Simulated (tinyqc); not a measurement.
Implanted layer, carriers, mobility and sheet resistance: two steps of the calculation.

A p-type layer from the surface x = 0 to the junction xj, N(x) = N0 exp(-(x - Rp)^2/(2 sg^2)). Local neutrality (no depletion at surface or junction, no spilling of carriers), intrinsic carriers neglected, full ionisation of active dopants.

Parameters, values chosen for the exercise; values close to those of boron in silicon over an n-type background:

| symbol | value | unit | meaning |
|---|---|---|---|
| T | 350 | K | temperature |
| Nb | 5.1e16 | cm^-3 | background doping of the opposite type |
| N0 | 1.6e18 | cm^-3 | peak chemical concentration |
| m1 | 43.4 | cm^2/(V s) | mobility limit at high doping |
| m2 | 456 | cm^2/(V s) | mobility limit at low doping, at 300 K |
| Nr | 2.27e17 | cm^-3 | reference doping of the mobility law |
| am | 0.745 |  | exponent of the mobility law |
| bt | 2.5 |  | temperature exponent of m2 |
| Ns | 1.96e20 | cm^-3 | solubility limit of active dopant |
| sg | 51 | nm | straggle after annealing |
| Rp | 30 | nm | projected range |

Constants: q = 1.602176634e-19 C. Results are converted to the units shown.

Question 1. Junction depth and local values. xj = Rp + sg sqrt(2 ln(N0/Nb)); 13 equal steps from 0 to xj. Active dopant A = min(N, Ns); p = A - Nb; mobility mu = m1 + (m2 (T/300 K)^(-bt) - m1)/(1 + ((A + Nb)/Nr)^am).

Give: xj; x; N; A; p; mu.

Answer 1.

xj = 163.89 nm

| point | x (nm) | N (cm^-3) | A (cm^-3) | p (1e18 cm^-3) | mu (cm^2/(V s)) |
|---|---|---|---|---|---|
| 0 | 0.00 | 1.3458e18 | 1.3458e18 | 1.2948 | 98.160 |
| 1 | 12.61 | 1.5096e18 | 1.5096e18 | 1.4586 | 94.653 |
| 2 | 25.21 | 1.5930e18 | 1.5930e18 | 1.5420 | 93.066 |
| 3 | 37.82 | 1.5813e18 | 1.5813e18 | 1.5303 | 93.281 |
| 4 | 50.43 | 1.4767e18 | 1.4767e18 | 1.4257 | 95.314 |
| 5 | 63.03 | 1.2972e18 | 1.2972e18 | 1.2462 | 99.317 |
| 6 | 75.64 | 1.0721e18 | 1.0721e18 | 1.0211 | 105.57 |
| 7 | 88.25 | 8.3344e17 | 8.3344e17 | 0.7824 | 114.45 |
| 8 | 100.85 | 6.0954e17 | 6.0954e17 | 0.5585 | 126.35 |
| 9 | 113.46 | 4.1936e17 | 4.1936e17 | 0.3684 | 141.45 |
| 10 | 126.07 | 2.7142e17 | 2.7142e17 | 0.2204 | 159.45 |
| 11 | 138.67 | 1.6525e17 | 1.6525e17 | 0.1143 | 179.19 |
| 12 | 151.28 | 9.4652e16 | 9.4652e16 | 0.0437 | 198.63 |
| 13 | 163.89 | 5.1000e16 | 5.1000e16 | 0.0000 | 215.40 |

The mobility runs from 93.1 to 215 cm^2/(V s).

Question 2. Sheet quantities by the trapezoid rule. Dose = integral of N, carrier sheet density = integral of p, 1/Rs = q integral of p mu, mean mobility 1/(q Rs sheet density), Hall mobility (unit Hall factor) = integral of p mu^2 over integral of p mu, Hall sheet density = (integral of p mu)^2/integral of p mu^2; all from 0 to xj.

| point | x (nm) | N (cm^-3) | p (1e18 cm^-3) | mu (cm^2/(V s)) |
|---|---|---|---|---|
| 0 | 0.00000 | 1.3458062e18 | 1.2948062 | 98.160293 |
| 1 | 12.60670 | 1.5096046e18 | 1.4586046 | 94.652576 |
| 2 | 25.21339 | 1.5929685e18 | 1.5419685 | 93.066420 |
| 3 | 37.82009 | 1.5813008e18 | 1.5303008 | 93.281256 |
| 4 | 50.42679 | 1.4766757e18 | 1.4256757 | 95.313641 |
| 5 | 63.03348 | 1.2972362e18 | 1.2462362 | 99.316664 |
| 6 | 75.64018 | 1.0720532e18 | 1.0210532 | 105.57141 |
| 7 | 88.24688 | 8.3344496e17 | 0.7824450 | 114.45451 |
| 8 | 100.85358 | 6.0953806e17 | 0.5585381 | 126.34849 |
| 9 | 113.46027 | 4.1936102e17 | 0.3683610 | 141.44905 |
| 10 | 126.06697 | 2.7141798e17 | 0.2204180 | 159.44830 |
| 11 | 138.67367 | 1.6525419e17 | 0.1142542 | 179.19358 |
| 12 | 151.28036 | 9.4651972e16 | 0.0436520 | 198.63272 |
| 13 | 163.88706 | 5.1e16 | 0.0000000 | 215.39554 |

Find: dose; carrier sheet density; Rs; mean mobility; Hall mobility; Hall sheet density.

Answer 2.

dose = 1.465e13 cm^-2
carrier sheet density = 1.382e13 cm^-2
Rs = 4374 ohm/square
mean mobility = 103.3 cm^2/(V s)
Hall mobility = 106.1 cm^2/(V s)
Hall sheet density = 1.344e13 cm^-2

Carriers make up 94.3 % of the dose. A Hall measurement weights the mobile tail, so its sheet density is 2.7 % below the true one.

Program tinyqc, `OMP_NUM_THREADS=1 python tinyqc.py 2110122 2110123 out.jsonl`; Intel Xeon 2.30GHz, shared host, one thread, about 0.01 s.
